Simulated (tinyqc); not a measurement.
# Slope factor and drain-induced lowering from three currents

Inverse problem. With source and body at 0 V, I = A exp((Vg + dd Vd)/(nf Vt)) (1 - exp(-Vd/Vt)). Find nf, the swing nf Vt ln 10 and dd.

Parameters, values chosen for the exercise: temperature T = 358 K.

Constants: q = 1.602176634e-19 C, kB = 1.380649e-23 J/K, Vt = kB T/q. Results are converted to the units shown.

currents at (Vg, Vd) = (0, 0.05), (0, 1.1) and (0.11, 1.1) V (nA/um): [0.075502968, 0.75621164, 8.5520191]

Solution. The pair at equal Vd gives nf; the pair at equal Vg, after dividing out the factors 1 - exp(-Vd/Vt), gives dd.

nf = 1.47
swing = 104 mV/decade
dd = 0.0900

Program tinyqc, `OMP_NUM_THREADS=1 python tinyqc.py 2242076 2242077 out.jsonl`; Intel Xeon 2.30GHz, shared host, one thread, about 0.04 s.
